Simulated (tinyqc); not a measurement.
# Changing the offset spacer

Model: two-dimensional dopant profile at a mask edge: lateral junction, overlap and effective channel length. Computed by tinyqc, a small Python program. Command: `OMP_NUM_THREADS=1 python tinyqc.py 3023386 3023387 out.jsonl lateral sweep`. One thread of a shared host (Intel(R) Xeon(R) Processor @ 2.30GHz), about 0.01 s of CPU time with the checks.

Ions enter for y < 0; the mask (spacer, then gate) covers y > 0. x is the depth. The surface reflects dopant during the anneal.

Inputs (values chosen for the exercise, modelled on a source-drain extension in silicon): dose Q = 2.1e+15 1/cm^2; projected range R_p = 54 nm; vertical straggle = 18 nm; lateral straggle = 15 nm; anneal budget D t = 1.6e-12 cm^2; channel doping C_B = 1.7e+18 1/cm^3; gate length L_g = 310 nm; oxide thickness = 2.5 nm.

Constants: eps_0 = 8.8541878128e-12 F/m.

Method:
- Widths s_x^2 = (vertical straggle)^2 + 2 D t, s_y^2 = (lateral straggle)^2 + 2 D t. C(x, y) = V(x) (1/2) erfc(y/(sqrt2 s_y)), V(x) = Q/(sqrt(2 pi) s_x) [exp(-(x - R_p)^2/(2 s_x^2)) + exp(-(x + R_p)^2/(2 s_x^2))]; 1 nm = 1e-7 cm.
- The vertical junction far from the mask solves V(x) = C_B.
- The lateral junction at depth x solves C = C_B: y_j(x) = sqrt2 s_y erfc^-1(2 C_B/V(x)). Overlap under the gate = y_j(0) - spacer; metallurgical channel L_met = L_g - 2 overlap (tails from the two sides are not added).
- Abruptness at y_j(0) in nm per decade = ln(10) s_y sqrt(pi/2) exp(u^2) erfc(u), u = y_j/(sqrt2 s_y). Overlap capacitance per width = 3.9 eps_0 overlap/t_ox (zero if there is no overlap).

One run for each value:
```
offset spacer (nm)  overlap (nm)  metallurgical channel L_met (nm)  overlap capacitance (fF/um)
0                          45.85                             218.3                       0.6333
19                         26.85                             256.3                       0.3708
39                          6.85                             296.3                       0.0946
58                        -12.15                             334.3                       0.0000
77                        -31.15                             372.3                       0.0000
96                        -50.15                             410.3                       0.0000
120                       -74.15                             458.3                       0.0000
140                       -94.15                             498.3                       0.0000
```

Describe and explain the trends.

Over the rows, overlap (nm) falls from 45.8 to -94.2; metallurgical channel L_met (nm) rises from 218 to 498; overlap capacitance (fF/um) falls from 0.633 to 0, flat over part of the range. The spacer shifts the whole profile, trading overlap capacitance against channel length (and, outside this model, series resistance); a negative overlap is an underlap.

Caution (all rows): the profile peaks below the surface, where the junction reaches further under the gate than y_j(0); the overlap given is the one at the surface.

Extremes, crossings and ranges named in words are read from the listed rows.
